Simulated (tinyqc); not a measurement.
Plane-wave Kohn-Sham cycle with exchange-only LDA in a layered model solid, step by step. One step of it, computed by the program tinyqc.

Question. Iteration 2: Hamiltonian at one k. H(m,m') = (k + G_m)^2/2 delta + V(G_m - G_m'), with V(-G) = V(G).

A solid whose potential varies along x alone (atomic units):
```
parameter,value
period a,17.600000
cross-section of the cell,31.000000
electrons per cell,2
grid points,16
"plane waves -n..n, n",3
k points,3
V1 in V1 cos(2 pi x/a),-0.300000
```

V(G_m), m = 0, 1, 2, ... (hartree): -0.149313  -0.071178  0.006976  0.000373  0.000124  0.000129  0.000044

k = 0.000000 2 pi / a

Give: H.

Answer.

H (hartree):
```
,-3,-2,-1,+0,+1,+2,+3
-3,0.4242,-0.0712,0.0070,0.0004,0.0001,0.0001,0.0000
-2,-0.0712,0.1056,-0.0712,0.0070,0.0004,0.0001,0.0001
-1,0.0070,-0.0712,-0.0856,-0.0712,0.0070,0.0004,0.0001
+0,0.0004,0.0070,-0.0712,-0.1493,-0.0712,0.0070,0.0004
+1,0.0001,0.0004,0.0070,-0.0712,-0.0856,-0.0712,0.0070
+2,0.0001,0.0001,0.0004,0.0070,-0.0712,0.1056,-0.0712
+3,0.0000,0.0001,0.0001,0.0004,0.0070,-0.0712,0.4242
```
